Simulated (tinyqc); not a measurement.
Deep-level transient spectroscopy (DLTS) of one majority-carrier trap. From one set of inputs to another, one input at a time. Computed by tinyqc, a small Python program. Command: `OMP_NUM_THREADS=1 python tinyqc.py 3013262 3013263 out.jsonl dlts ladder`. One thread of a shared host (Intel(R) Xeon(R) Processor @ 2.30GHz), about 0.2 s of CPU time with the checks.

A filling pulse loads the traps in a one-sided junction; under reverse bias they empty at the rate e, and the capacitance relaxes as C(t) = C_0 - dC exp(-e t). The signal is S = [C(t_2) - C(t_1)]/dC.

The inputs printed are set A. Inputs not listed in the table keep their values of set A, so the rows need not describe a real material.

Inputs (values chosen for the exercise, with mass and screening modelled on GaSb):

| quantity | value | unit |
|---|---|---|
| density-of-states mass m | 0.038 | m_0 |
| valleys M | 1 | - |
| trap depth E_t | 0.235 | eV |
| cross-section sigma_0 | 1.9e-15 | cm^2 |
| degeneracy ratio g | 2 | - |
| gate time t_1 | 0.008 | s |
| ratio t_2/t_1 | 2 | - |
| temperature T | 137 | K |
| doping N | 1.8e+15 | cm^-3 |
| trap density N_t | 5.8e+13 | cm^-3 |
| dielectric constant eps | 15.7 | - |
| built-in voltage V_b | 0.52 | V |
| reverse bias V_r | 5.4 | V |
| diode area | 0.0034 | cm^2 |
| mean field F | 25000 | V/cm |

Carriers: electrons. Extra term: Poole-Frenkel lowering.

Constants: k_B = 8.617333262e-05 eV/K; k_B = 1.380649e-23 J/K; m_0 = 9.1093837015e-31 kg; h = 6.62607015e-34 J s; e = 1.602176634e-19 C; eps_0 = 8.8541878128e-12 F/m.

Method:
- e = g sigma v N_b exp(-E/k_B T), v = sqrt(3 k_B T/m), N_b = 2 M (2 pi m k_B T/h^2)^(3/2), sigma = sigma_0, E = E_t - dE with the one-dimensional Poole-Frenkel lowering dE = sqrt(e^3 F/(pi eps eps_0)), F being held as an input apart from the bias (the centre is charged when empty).
- S(e) = exp(-e t_1) - exp(-e t_2) peaks at the rate window e_0 = ln(t_2/t_1)/(t_2 - t_1).
- T_p solves e(T) = e_0 (bisection between 15 and 1500 K); the half-height points solve S = S_max/2 on either side.
- t_1 is scaled by 0.1, 0.3, 1, 3, 10 and 30 at fixed t_2/t_1; each T_p by bisection.
- Least squares of ln(e_0/T_p^2) on 1/(k_B T_p): slope -E_a, intercept ln(gamma sigma_a) with gamma = v N_b/T^2 = sqrt(3 k_B/m) 2 M (2 pi m k_B/h^2)^(3/2). For comparison, the slope of ln e_0 alone.
- W = sqrt(2 eps eps_0 (V_b + V_r)/(e N)), C_0 = eps eps_0 area/W. The pulse goes to zero bias, W_0 = W(V_r = 0). Traps within lambda = sqrt(2 eps eps_0 (E_t - E_F)/(e^2 N)) of the depletion edge stay filled, with E_F = k_B T_p ln(N_b/N) from the band, N_b = 2 M (2 pi m k_B T_p/h^2)^(3/2) (dopants taken as fully ionised). dC = C_0 (N_t/2N) f, f = [(W - lambda)^2 - max(W_0 - lambda, 0)^2]/W^2. The simple estimate is 2 N dC/C_0.

Each row keeps all changes above it:

| input moved | from | to | full width (K) | apparent depth E_a (eV) | C_0 (pF) |
|---|---|---|---|---|---|
| set A | - | - | 15.629 | 0.20472 | 19.784 |
| doping N (cm^-3) | 1.8e+15 | 3.9e+15 | 15.629 | 0.20472 | 29.122 |
| mean field F (V/cm) | 25000 | 55000 | 14.714 | 0.19008 | 29.122 |
| trap depth E_t (eV) | 0.235 | 0.278 | 17.373 | 0.23308 | 29.122 |
| ratio t_2/t_1 | 2 | 5 | 18.138 | 0.23308 | 29.122 |
| gate time t_1 (s) | 0.008 | 0.004 | 19.324 | 0.23308 | 29.122 |
| density-of-states mass m (m_0) | 0.038 | 0.294 | 16.108 | 0.23308 | 29.122 |
| cross-section sigma_0 (cm^2) | 1.9e-15 | 1.2e-16 | 20.672 | 0.23308 | 29.122 |

Full width goes from 15.6 to 20.7, a factor 1.32 in all. The largest single move comes from cross-section sigma_0 (a factor 1.28), and density-of-states mass m works against it (a factor 0.834). Apparent depth E_a goes from 0.205 to 0.233, a factor 1.14 in all. The largest single move comes from trap depth E_t (a factor 1.23), and mean field F works against it (a factor 0.929). C_0 goes from 19.8 to 29.1, a factor 1.47 in all. The largest single move comes from doping N (a factor 1.47). The single moves hold for this order of the switches; the total does not depend on the order.

Extremes, crossings and ranges named in words are read from the listed rows.
